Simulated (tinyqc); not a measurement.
Inside a calculation: band edges of strained Si(1-x)Ge(x) on relaxed Si(1-y)Ge(y). Values are carried at full precision from step to step, so a last printed digit may differ when a step is redone from the rounded ones.

Values are linear in the Ge fraction but for ED(x) = linear - CD x (1 - x) and a(x) = linear - Ca x (1 - x). Energies are on the common scale of Ev.

Values chosen for the exercise (end members near Si and Ge, in this order; shifted at random, so the results belong to these values and not to a real crystal): a = (5.428, 5.65) angstrom (lattice constant); Dso = (0.044, 0.294) eV (spin-orbit splitting); av = (2.48, 1.25) eV (valence hydrostatic potential); b = (-2.1, -2.57) eV (tetragonal shear potential); d = (-4.78, -5.27) eV (trigonal shear potential); C11 = (165.1, 130.3) GPa; C12 = (63.4, 48.9) GPa; C44 = (80.5, 65.9) GPa; Ev = (0, 0.72) eV (top of the unstrained valence band); ED = (1.143, 0.94) eV (gap to the Delta valleys); EL = (1.974, 0.739) eV (gap to the L valleys); aD = (1.55, 1.25) eV (hydrostatic potential of the Delta gap); aL = (-3.32, -2.66) eV (hydrostatic potential of the L gap); XuD = (9.5, 9.79) eV (uniaxial potential, Delta); XuL = (15.72, 15.14) eV (uniaxial potential, L); CD = 0.231 eV (bowing of the Delta gap); Ca = 0.029 angstrom (bowing of the lattice constant); x = 0.75 (Ge fraction of the layer); y = 0.28 (Ge fraction of the relaxed buffer); face = 001 (growth face).

## Values of the layer and the buffer

Interpolate at x and at y.

Interpolated values (a in angstrom, C11, C12, C44 in GPa, all else in eV):
```
symbol,layer,buffer
a,5.58906,5.48431
Dso,0.23150,0.11400
av,1.55750,2.13560
b,-2.45250,-2.23160
d,-5.14750,-4.91720
C11,139.00000,155.35600
C12,52.52500,59.34000
C44,69.55000,76.41200
Ev,0.54000,0.20160
ED,0.94744,1.03959
EL,1.04775,1.62820
aD,1.32500,1.46600
aL,-2.82500,-3.13520
XuD,9.71750,9.58120
XuL,15.28500,15.55760
```

## Strain of the layer on a (001) buffer

Coherent growth on a (001) face: e_par = (a(y) - a(x))/a(x), e_perp = -2 (C12/C11) e_par; exx = eyy = e_par, ezz = e_perp, no shear.

Use the elastic constants of the layer.

e_par = -0.018742
e_perp = 0.014164

strain tensor in the cubic axes:
```
,x,y,z
x,-0.018742,0.000000,0.000000
y,0.000000,-0.018742,0.000000
z,0.000000,0.000000,0.014164
```

The layer is under compression in the plane; its volume changes by -2.332 %.

## Conduction valleys of the layer

A valley with unit axis u lies at Ev + gap + (av + a_valley) tr(e) + Xu (u.e.u - tr(e)/3); the Delta axes are x, y, z and the L axes [111], [1-1-1], [-11-1], [-1-11]. The second-order shift of the Delta valleys under shear is left out; it lowers the pair normal to the sheared plane by tens of meV at a shear of 1 %.

Give the hydrostatic shifts, the uniaxial shifts and the edges.

hydrostatic shifts of Delta and L (eV): -0.0672  0.0296

uniaxial shifts (eV): Delta x -0.1066, Delta y -0.1066, Delta z 0.2132, L [111] 0.0000, L [1-1-1] 0.0000, L [-11-1] 0.0000, L [-1-11] 0.0000

valley edges (eV): Delta x 1.3136, Delta y 1.3136, Delta z 1.6334, L [111] 1.6173, L [1-1-1] 1.6173, L [-11-1] 1.6173, L [-1-11] 1.6173

The lowest set is Delta4 (the digit counts whole valleys) at 1.3136 eV; the Delta valleys spread over 320 meV and the L valleys over 0 meV.

## Valence edges of the layer

Valence edges: Ev plus the levels of the 6 x 6 matrix of X, Y, Z times spin with -Dso/3 + l exx + m (eyy + ezz) on the diagonal (cyclic), n exy off it, l = av + 2 b, m = av - b, n = sqrt(3) d. Spin-orbit term (Dso/3) L.sigma on X, Y, Z with (L_k)_ij = -i epsilon_kij: <X+|H|Y+> = -i Dso/3, <X+|H|Z-> = Dso/3, <Y+|H|Z-> = -i Dso/3, <Z+|H|X-> = -Dso/3, <Z+|H|Y-> = i Dso/3, <X-|H|Y-> = i Dso/3, and their conjugates; + and - are the spin along z.

Give the strain block and the three twofold edges.

strain block (eV), lower triangle:
```
,X,Y,Z
X,0.0444
Y,0,0.0444
Z,0,0,-0.1977
```

edges from the top (eV): 0.5844  0.4844  0.2108

The top two edges are split by 100 meV.

## Gap and offsets against the buffer

Buffer: Ev(y) and Ec = Ev(y) + min(ED, EL). dEc = Ec(buffer) - Ec(layer), dEv = Ev(layer) - Ev(buffer); positive values confine the carrier in the layer; type I if both have one sign.

gap of the strained layer = 0.7292 eV
gap of the buffer = 1.0396 eV
dEc = -0.0724 eV
dEv = 0.3828 eV

Type II: electrons collect in the buffer (72 meV) and holes in the layer (383 meV). The relaxed layer would have a gap of 0.947 eV, so strain has moved it by -218 meV.

## Checks

- Mean of the three Delta edges against the hydrostatic shift alone (eV): both 1.42022.

tinyqc: `OMP_NUM_THREADS=1 python tinyqc.py 1081538 1081539 out.jsonl`; about 0.02 s, one thread, shared Intel(R) Xeon(R) Processor @ 2.30GHz.
